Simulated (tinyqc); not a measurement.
Tunnelling through a gate dielectric, WKB transmission and Tsu-Esaki current: one step of the calculation.

Electrons leave the emitter at x = 0. Energies E (motion across the layers) are in eV from the emitter Fermi level; the collector Fermi level lies at -V and offers states at every E. No charge in the dielectric and no image force: F1 = V/t1, U = phi1 - F1 x. With C = hbar^2/(2 m0), kappa = sqrt(m (U - E)/C) where U > E and 0 elsewhere; T(E) = exp(-S), S = 2 times the integral of kappa over x.

Task. Current density on a coarse energy grid. Each layer adds (2/F) sqrt(m/C) [G(u at its left edge) - G(u at its right edge)] to S, with u = U - E (0 where negative) and G(u) = (2/3) u^1.5. The slope follows from 1/d = -dS/dE.

J = J0 times the integral of T(E) N(E) dE, N = ln[(1 + exp(-E/Vt))/(1 + exp((-E - V)/Vt))], J0 = q^2 me m0 kB T/(2 pi^2 hbar^3) (times 1e-4 for A/cm^2 per eV), by Simpson's rule on nE equally spaced points from Ea to Eb.

Values chosen for this exercise; dielectric values close to those of zirconium oxide:

| symbol | value | unit | meaning |
|---|---|---|---|
| T | 400 | K | temperature |
| Ef | 2.3 | eV | Fermi energy of the emitter above its band bottom |
| me | 0.55 | m0 | emitter mass in the supply function |
| phi1 | 1.37 | eV | barrier of layer 1 above the emitter Fermi level at zero bias |
| m1 | 0.25 | m0 | tunnelling mass of layer 1 |
| t1 | 6 | nm | thickness of layer 1 |
| V | 2.5 | V | voltage across the dielectric |
| Ea | -0.49 | eV | lower end of the energy grid |
| Eb | 0.62 | eV | upper end of the energy grid |
| nE | 15 |  | points of the energy grid |

Constants: q = 1.602176634e-19 C, kB = 1.380649e-23 J/K, hbar = 1.054571817e-34 J s, m0 = 9.1093837015e-31 kg, Vt = kB T/q, hbar^2/(2 m0) = 0.0380998212 eV nm^2. Results are converted to the units shown.

Wanted: E; T(E); N; T(E) N; J0; J.

Result.

| point | E (eV) | T(E) | N | T(E) N |
|---|---|---|---|---|
| 0 | -0.49000 | 9.3216e-10 | 14.216 | 1.3251e-8 |
| 1 | -0.41071 | 3.4730e-9 | 11.915 | 4.1382e-8 |
| 2 | -0.33143 | 1.2570e-8 | 9.6152 | 1.2086e-7 |
| 3 | -0.25214 | 4.4168e-8 | 7.3157 | 3.2312e-7 |
| 4 | -0.17286 | 1.5055e-7 | 5.0214 | 7.5599e-7 |
| 5 | -0.09357 | 4.9746e-7 | 2.7788 | 1.3823e-6 |
| 6 | -0.01429 | 1.5921e-6 | 0.92169 | 1.4674e-6 |
| 7 | 0.06500 | 4.9304e-6 | 0.14125 | 6.9644e-7 |
| 8 | 0.14429 | 1.4761e-5 | 0.015094 | 2.2280e-7 |
| 9 | 0.22357 | 4.2676e-5 | 0.0015233 | 6.5009e-8 |
| 10 | 0.30286 | 1.1901e-4 | 1.5280e-4 | 1.8185e-8 |
| 11 | 0.38214 | 3.1967e-4 | 1.5318e-5 | 4.8968e-9 |
| 12 | 0.46143 | 8.2593e-4 | 1.5355e-6 | 1.2682e-9 |
| 13 | 0.54071 | 0.0020491 | 1.5392e-7 | 3.1540e-10 |
| 14 | 0.62000 | 0.0048725 | 1.5429e-8 | 7.5179e-11 |

J0 = 3.0680e8 A/(cm^2 eV)
J = 123.57 A/cm^2

The integrand peaks at E = -0.0143 eV among these points.

Computed by the program tinyqc: `OMP_NUM_THREADS=1 python tinyqc.py 2540101 2540102 out.jsonl`, one thread of a shared Intel Xeon 2.30GHz, about 0.05 s for the whole run.
